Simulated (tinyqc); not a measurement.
Worked calculation: six-band hole subbands of a thin body in a field. Values are carried at full precision from step to step, so a last printed digit may differ when a step is redone from the rounded ones.

Constants: hbar^2/2m0 = 3.80998211 eV angstrom^2.

Parameters, chosen for this exercise (near those of a p-type Si channel; the results hold for these values, not for the real material):
- S = (7.68, -2.16, 12.85) 1/TPa (compliances s11, s12, s44)
- sx = -1 GPa (stress along the channel [1-10], negative in compression)
- b = -2.13 eV (tetragonal potential)
- d = -4.72 eV (trigonal potential)
- g1 = 4.31 (Luttinger gamma1)
- g2 = 0.34 (gamma2)
- g3 = 1.44 (gamma3)
- face = 001 (surface)
- Dso = 0.044 eV (spin-orbit splitting)
- t = 55 angstrom (body thickness)
- F = 0.5 MV/cm (field across the body)
- kmax = 0.08 1/angstrom (end of the path)

## Strain and its block

exx = eyy = (s11 + s12) sx/2, ezz = s12 sx, exy = -s44 sx/4 (1 GPa/TPa = 1e-3). With e0 the traceless part, B_XX = 2b e0xx - b (e0yy + e0zz) and B_XY = sqrt(3) d exy.

strain, rows x, y, z and columns alike:
```
[[-0.002760, 0.003213, 0],
 [0.003213, -0.002760, 0],
 [0, 0, 0.002160]]
```

B (eV), rows X, Y, Z and columns alike:
```
[[0.01048, -0.02626, 0],
 [-0.02626, 0.01048, 0],
 [0, 0, -0.02096]]
```

## Confinement masses without spin-orbit coupling

C(n n^T)/c has C_XX = (g1 + 4 g2) nx^2 + (g1 - 2 g2)(ny^2 + nz^2) and C_XY = 6 g3 nx ny, n the unit normal; its eigenvalues are the inverse masses along n.

C(n n^T)/c, rows X, Y, Z and columns alike:
```
[[3.6300, 0, 0],
 [0, 3.6300, 0],
 [0, 0, 5.6700]]
```

masses (m0): [0.2755, 0.2755, 0.1764]

## The matrix for one sine at q = 0

Basis X, Y, Z times spin, hole energies counted downwards from the unstrained edge (the hydrostatic shift is left out), c = hbar^2/2m0. For a symmetric tensor T let C(T) have C_XX = L Txx + M (Tyy + Tzz), C_XY = N Txy (cyclic), L = c (g1 + 4 g2), M = c (g1 - 2 g2), N = 6 c g3. k = q + kz n, n the unit normal, q = k1 u + k2 v with u along the channel [1-10] and v = n x u. H = C(k k^T) + (Dso/3)(1 - L.sigma) - B + e F z with (L_k)_ij = -i epsilon_kij; B is the block C built from the traceless strain with 2b, -b and sqrt(3) d in place of L, M, N. Strain: exx = eyy = (s11 + s12) sx/2, ezz = s12 sx, exy = -s44 sx/4. Hard walls at z = 0 and t; basis sin(j pi z/t), j = 1 to Nz: kz^2 = (j pi/t)^2, kz = -i D with D_jl = 4 j l/(t (j^2 - l^2)), z_jj = t/2 and z_jl = -8 t j l/(pi (j^2 - l^2))^2 for j + l odd; 1 MV/cm = 0.01 eV/angstrom.

Nz = 1, in meV.

H (meV), rows X+, Y+, Z+, X-, Y-, Z- and columns alike:
```
[[186.81, 26.26+14.67i, 0, 0, 0, -14.67],
 [26.26-14.67i, 186.81, 0, 0, 0, 14.67i],
 [0, 0, 243.61, 14.67, -14.67i, 0],
 [0, 0, 14.67, 186.81, 26.26-14.67i, 0],
 [0, 0, 14.67i, 26.26+14.67i, 186.81, 0],
 [-14.67, -14.67i, 0, 0, 0, 243.61]]
```

## Its levels

Diagonalise; the levels come in pairs. Give each pair and its weights on X, Y, Z, summed over spin and averaged over the pair.

levels (meV): [155.40, 208.34, 253.49]

weights, rows X, Y, Z; columns pair 1, pair 2, pair 3:
```
[[0.492, 0.408, 0.100],
 [0.492, 0.408, 0.100],
 [0.016, 0.185, 0.800]]
```

## More sines

The four lowest pairs at q = 0.

Hole energies (meV):
```
Nz  pair 1  pair 2  pair 3  pair 4
1   155.40  208.34  253.49       -
2   139.30  193.07  241.40  307.59
4   138.49  192.35  241.01  295.80
8   138.48  192.34  241.01  295.76
16  138.48  192.34  241.01  295.76
```

One sine is 16.92 meV off in the top subband, since the field mixes the sines. The second pair lies 53.9 meV deeper.

## Dispersion of the top subband

Nz = 14; the two lowest levels (spin-split where the field breaks inversion), in meV from their value at q = 0.

Energies (meV):
```
|q| (1/angstrom)    u a    u b    v a    v b  [100] a  [100] b
0.020              8.45   9.66   0.74   0.99     4.59     5.50
0.040             32.17  33.92   2.88   3.25    18.47    20.65
0.060             51.17  53.89   6.08   6.41    38.77    43.35
0.080             58.74  59.76  10.30  10.50    58.42    67.60
```

From the mean of each pair in the first row, c q^2/E gives 0.17 m0 along u, 1.76 m0 along v and 0.30 m0 along [100]. The largest distance between a and b in the table is 9.18 meV. These masses hold for the first row only: the band bends further out.

## Checks

- Top level at q = 0 on (001) without field and stress against c (g1 - 2 g2)(pi/t)^2, eV: both 0.04512.
- Hermiticity, and E(q) against E(-q): they agree to 1e-10 or better.

Run: tinyqc, `OMP_NUM_THREADS=1 python tinyqc.py 1280825 1280826 out.jsonl`; Intel(R) Xeon(R) Processor @ 2.30GHz, one thread, shared host; about 0.3 s of CPU time with all checks.
